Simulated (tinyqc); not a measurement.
Inside a calculation. Model: gated graphene, quantum capacitance.

Numbers from tinyqc (`OMP_NUM_THREADS=1 python tinyqc.py 2200009 2200010 out.jsonl`; about 0.01 s on one thread of a shared Intel Xeon 2.30GHz). Printed values are rounded.

phi is the Fermi level above the Dirac point, in volts; Vg is counted from the gate voltage of charge neutrality. Ideal linear bands, no charge puddles.

Inputs (values chosen for the exercise); values close to those of graphene:

| symbol | value | unit | meaning |
|---|---|---|---|
| T | 300 | K | temperature |
| eox | 3.9 |  | relative permittivity of the gate insulator (close to silicon dioxide) |
| tox | 14 | nm | insulator thickness |
| vF | 1.04e6 | m/s | Fermi velocity |
| Dit | 0 | cm^-2 eV^-1 | density of traps |
| Vg | -0.88 | V | gate voltage |

Constants: q = 1.602176634e-19 C, kB = 1.380649e-23 J/K, hbar = 1.054571817e-34 J s, Vt = kB T/q, eps0 = 8.8541878128e-14 F/cm where lengths are in cm. Results are converted to the units shown.

## Gate capacitance

Cox = eps0 eox/tox.

Cox = 0.2466524 uF/cm^2

## Starting value

phi = 0.01 V.

phi at the start = 0.01 V

## Iteration 1: new phi

N0 = (2/pi)(kB T/(hbar vF))^2; n = N0 F1(phi/Vt), p = N0 F1(-phi/Vt), F1(e) = int_0^infinity u du/(1 + exp(u - e)) = -Li2(-exp(e)); Cq = q d(n - p)/dphi = (q N0/Vt) ln[2 (1 + cosh(phi/Vt))]. Newton: f = phi + q (n - p + Dit phi)/Cox - Vg, phi(new) = phi - f/(1 + (Cq + q Dit)/Cox).

n = 1.026364e11 cm^-2
p = 5.351105e10 cm^-2
Cq = 0.8010043 uF/cm^2
f = 0.9219103 V
phi after iteration 1 = -0.2070476 V

## Iteration 2: new phi

As before.

n = 3.018476e7 cm^-2
p = 3.061331e12 cm^-2
Cq = 4.507114 uF/cm^2
f = -1.315572 V
phi after iteration 2 = -0.1387882 V

## Course of the iteration

Stop when the step is below 1e-10 V, or after 40 iterations.

Course of the iteration:

| iteration | phi before the step (V) | step (V) |
|---|---|---|
| 1 | 0.01 | -0.217 |
| 2 | -0.2070476 | 0.0683 |
| 3 | -0.1387882 | 0.0155 |
| 4 | -0.1233249 | 8.75e-4 |
| 5 | -0.1224500 | 2.80e-6 |
| 6 | -0.1224472 | 2.87e-11 |

Converged in 6 iterations.

## Charge and capacitances at the solution

converged phi = -0.1224472 V

N0 = (2/pi)(kB T/(hbar vF))^2; n = N0 F1(phi/Vt), p = N0 F1(-phi/Vt), F1(e) = int_0^infinity u du/(1 + exp(u - e)) = -Li2(-exp(e)); Cq = q d(n - p)/dphi = (q N0/Vt) ln[2 (1 + cosh(phi/Vt))]. 1/C_G = 1/Cox + 1/(Cq + q Dit); dphi/dVg = Cox/(Cox + Cq + q Dit).

n - p = -1.166240e12 cm^-2
Cq = 2.675097 uF/cm^2
C_G = 0.2258301 uF/cm^2
dphi/dVg = 0.08441941

Cq is 10.8 times Cox, so C_G is 91.6 % of Cox; 13.9 % of the gate voltage has gone into phi.
